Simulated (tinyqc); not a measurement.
Fermi-Dirac statistics of conduction electrons, step by step. Values are carried at full precision from step to step, so a last printed digit may differ when a step is redone from the rounded ones.

Constants: hbar^2/2m0 = 3.80998211 eV angstrom^2; kB = 8.617333262e-05 eV/K; e^2/(4 pi eps0) = 14.39964547 eV angstrom.

Values chosen for the exercise (near those of Si, lowest valleys alone; the results hold for these values, not for the real material):
- m = 1.0691 m0 (density-of-states mass of the conduction band)
- T = 330 K
- n = 1.2e+20 1/cm^3 (electron density)
- eps = 11.9 (static dielectric constant)
- alpha = 0.49 1/eV (non-parabolicity)

## Reduced density

N = 2 (m kB T/(4 pi c))^(3/2) with c = hbar^2/2m0, in 1/angstrom^3; times 1e24 for 1/cm^3; u = n/Nc.

kT = 0.028437 eV
Nc = 3.2003e+19 1/cm^3
u = n/Nc = 3.74967

## Reduced Fermi level by five rules

F_j(eta) = (1/Gamma(j + 1)) integral_0^infinity x^j dx/(1 + exp(x - eta)), which tends to exp(eta) for eta << 0.

With u = n/Nc: Boltzmann eta = ln u; Joyce-Dixon eta = ln u + u/sqrt(8) - 4.95009e-3 u^2 + 1.48386e-4 u^3 - 4.42563e-6 u^4; Nilsson eta = ln u/(1 - u^2) + v/(1 + (0.24 + 1.08 v)^-2) with v = (3 sqrt(pi) u/4)^(2/3); fully degenerate limit eta = v; exact: F_1/2(eta) = u.

Find eta = (EF - Ec)/kT by each rule.

eta: Boltzmann 1.322, Joyce-Dixon 2.585, Nilsson 2.583, degenerate 2.918, exact 2.585

Against the exact value the errors are Boltzmann -1.263, Joyce-Dixon 0.000, Nilsson -0.001, degenerate limit +0.333 (in kT).

## Exact eta by Newton steps

Solve ln F_1/2(eta) = ln u from the Boltzmann value; dF_1/2/d eta = F_-1/2, so the step is -ln(F_1/2/u) F_1/2/F_-1/2. Stop below 1e-9.

Newton steps:
```
step       eta    F_1/2   F_-1/2  step taken
1     1.321667  1.92909  1.17045        1.10
2     2.417066  3.47013  1.63382       0.165
3     2.581621  3.74427  1.69789     0.00318
4     2.584796  3.74967  1.69911    1.14e-06
5     2.584797  3.74967  1.69911    1.49e-13
```

Converged in 5 steps.

## Mean energy, Einstein relation and screening

eta = 2.58480

Mean kinetic energy <E> = (3/2) kT F_3/2/F_1/2; D/mu = (kT/e) F_1/2/F_-1/2; dn/dEF = (Nc/kT) F_-1/2; screening length L = (4 pi (e^2/(4 pi eps0)) (dn/dEF)/eps)^(-1/2), with dn/dEF in 1/(angstrom^3 eV) (1/cm^3 = 1e-24/angstrom^3).

F_-1/2, F_1/2, F_3/2: 1.699  3.750  6.081

<E> = 69.17 meV
D/mu = 62.76 mV
dn/dEF = 1.912e+21 1/(cm^3 eV)
L = 5.864 angstrom

The gas is degenerate. D/mu is 2.207 times kT/e and <E> is 1.622 times (3/2) kT; the Debye formula, with n/kT in place of dn/dEF, would give L = 3.948 angstrom.

## Fermi level in the non-parabolic band

Non-parabolic band E (1 + alpha E) = c k^2/m: n = Nc (2/sqrt(pi)) integral_0^infinity sqrt(x (1 + a x)) (1 + 2 a x) dx/(1 + exp(x - eta)) with a = alpha kT and eta = (EF - Ec)/kT; a = 0 gives n = Nc F_1/2(eta).

Solve for eta at the same n.

a = 0.01393
eta = 2.411
EF - Ec = 68.56 meV

The extra states lower EF by 4.94 meV against the parabolic band.

## Checks

- Non-parabolic integral at a = 0 against F_1/2(2): both 2.823721.
- F_1/2(40) against the Sommerfeld form (4/(3 sqrt(pi))) eta^(3/2) (1 + pi^2/(8 eta^2)): both 190.45.

(tinyqc, `OMP_NUM_THREADS=1 python tinyqc.py 1682707 1682708 out.jsonl`, Intel(R) Xeon(R) Processor @ 2.30GHz, 1 thread, shared host, about 0.01 s.)
